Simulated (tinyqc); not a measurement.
From lone donors to an impurity band: impurity band of shallow donors (Hubbard estimate).

Constants: e^2/(4 pi eps0) = 14.39964547 eV angstrom.

Values chosen for the exercise (out of a larger set: near those of two donors in Si; not measured data): a = 18.2 angstrom (orbital radius); eps = 11.1 (dielectric constant); Ns = (0.029, 0.073, 0.18, 0.44, 1, 2.2, 4.4) x 1e18/cm^3 (donor densities).

Donors on a simple cubic lattice of spacing R = N^(-1/3) (1/angstrom^3 = 1e24/cm^3), Ha* = q/(eps a), q = e^2/(4 pi eps0), x = R/a. Hopping t = Ha* (1 + x) exp(-x), band width B = 12 t, on-site repulsion U = (5/8) Ha*; the gap closes near B/U = 1.15. Valley factors and disorder are left out.

Results:
```
N (1e18/cm^3)  R (angstrom)  N^(1/3) a   t (meV)   B (meV)       B/U
0.029                 325.5      0.056  2.30e-05  0.000276  6.20e-06
0.073                 239.3      0.076   0.00197    0.0236  0.000530
0.18                  177.1      0.103    0.0454     0.545    0.0122
0.44                  131.5      0.138     0.427      5.13     0.115
1.0                   100.0      0.182      1.90      22.8     0.512
2.2                    76.9      0.237      5.45      65.4      1.47
4.4                    61.0      0.298      10.9       130      2.92
```

B/U passes 1.15 between 1 and 2.2 x 1e18/cm^3; the root is x = 4.52, N^(1/3) a = 0.221, N = 1.8 x 1e18/cm^3, below the 2.9 that the empirical rule N^(1/3) a = 0.26 gives; the estimate is rough, since random positions, the overlap of the orbitals and screening are left out. While N grows by 152 times, t grows by 4.71e+05 times.

Run: tinyqc, `OMP_NUM_THREADS=1 python tinyqc.py 1251934 1251935 out.jsonl`; Intel(R) Xeon(R) Processor @ 2.30GHz, one thread, shared host; about 0.01 s of CPU time with all checks.
